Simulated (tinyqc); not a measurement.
Across the gap: metal-induced gap states at the contact of a metal chain and a two-band chain.

The semiconductor alternates sites A at -Eg/2 and C at +Eg/2 with hopping -t; the gap runs from -Eg/2 to Eg/2. In the gap cosh(q a) = 1 + (Eg^2/4 - E^2)/(2 t^2) and the amplitude changes by -exp(-q a) a period. The metal has site energy 0 and hopping -tm; its end site has g_m = (E - i sqrt(4 tm^2 - E^2))/(2 tm^2). Sites 1, 2, ... count into the semiconductor, with energies e1, e2 alternating. The clean half chain has g1 = 1/(E - e1 - t^2 g2), g2 = 1/(E - e2 - t^2 g1), decaying root. With the contact G11 = 1/(1/g1 - tc^2 g_m), and the density on site j is -Im G_jj/pi = |psi_j/psi_1|^2 (-Im G11/pi), per spin, with psi_2/psi_1 = -t g2, psi_3/psi_2 = -t g1.

Parameters, chosen for this exercise (gap and optical dielectric constant near those of GaN; the chain itself is a model; not measured data): Eg = 3.48 eV (gap); t = 1.92 eV (hopping in the semiconductor); tm = 3.04 eV (hopping in the metal); tc = 1.44 eV (hopping across the contact); end = C (site that touches the metal); a = 3.19 angstrom (period (two sites); one chain for each area a^2).

E = f Eg. Share on C: the part of the summed density that lies on C sites, whose orbitals make the conduction edge.

Gap states:
```
f      E (eV)  xi = 1/(2q) (angstrom)  D1 (1/eV)  D2 (1/eV)  sum (1/eV)  share on C
-0.48  -1.670                    6.30     0.0009     0.0349      0.0902       0.026
-0.30  -1.044                    2.25     0.0073     0.0144      0.0287       0.337
-0.15  -0.522                    1.90     0.0136     0.0109      0.0302       0.555
0.00    0.000                    1.82     0.0233     0.0097      0.0398       0.706
0.15    0.522                    1.90     0.0407     0.0095      0.0617       0.811
0.30    1.044                    2.25     0.0804     0.0099      0.1191       0.891
0.40    1.392                    2.97     0.1480     0.0096      0.2394       0.939
0.48    1.670                    6.30     0.3075     0.0049      0.7866       0.984
```

Give the missing row, f = -0.40, E (eV) = -1.392.

Computed row:
```
f      E (eV)  xi = 1/(2q) (angstrom)  D1 (1/eV)  D2 (1/eV)  sum (1/eV)  share on C
-0.40  -1.392                    2.97     0.0039     0.0203      0.0366       0.160
```

The decay length xi of the density is shortest at mid-gap, 1.82 angstrom, and grows to 6.3 near the edges. The summed density is least at f = -0.3 (0.0287) and largest at f = 0.48 (0.7866 1/eV). The share on C goes from 0.03 to 0.98 and passes one half near f = -0.188, a point that depends on which site ends the chain. The states turn from valence-like to conduction-like across the gap; the branch point, where the decay is fastest, lies at mid-gap in this symmetric chain and is the usual estimate of the neutrality level.

(tinyqc, `OMP_NUM_THREADS=1 python tinyqc.py 1480129 1480130 out.jsonl`, Intel(R) Xeon(R) Processor @ 2.30GHz, 1 thread, shared host, about 0.01 s.)
